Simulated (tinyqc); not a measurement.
Sublattice potential against complex hopping: Haldane model. Computed by the program tinyqc. H_AA = delta - 2 t2 sum cos(k.b + phi), H_BB = -delta - 2 t2 sum cos(k.b - phi), H_AB = -t1 (1 + exp(-i k.a1) + exp(-i k.a2)), b = a1, a2 - a1, -a2, m = 3 sqrt3 t2 sin(phi); the sign of the Chern number follows the orientation k1 then k2.

Honeycomb lattice:
```
parameter,value
t1 (eV),1.060000
t2 (eV),0.180000
phi (rad),1.760000
```

Gaps at the two valleys (eV) and Chern number of the lower band (12 x 12 mesh):
```
delta,gap 2|delta - m|,gap 2|delta + m|,Chern number
-1.653,5.143,1.469,0
-1.194,4.225,0.551,0
-0.551,2.939,0.735,-1
0.000,1.837,1.837,-1
0.367,1.103,2.571,-1
0.689,0.459,3.215,-1
1.148,0.459,4.133,0
1.837,1.837,5.511,0
```

What does the comparison show, and why?

Here |m| = 0.9186 eV. For |delta| < |m| the two valleys have masses of opposite sign and the Chern number is +/-1; one gap closes at |delta| = |m|, and beyond it the band is trivial.
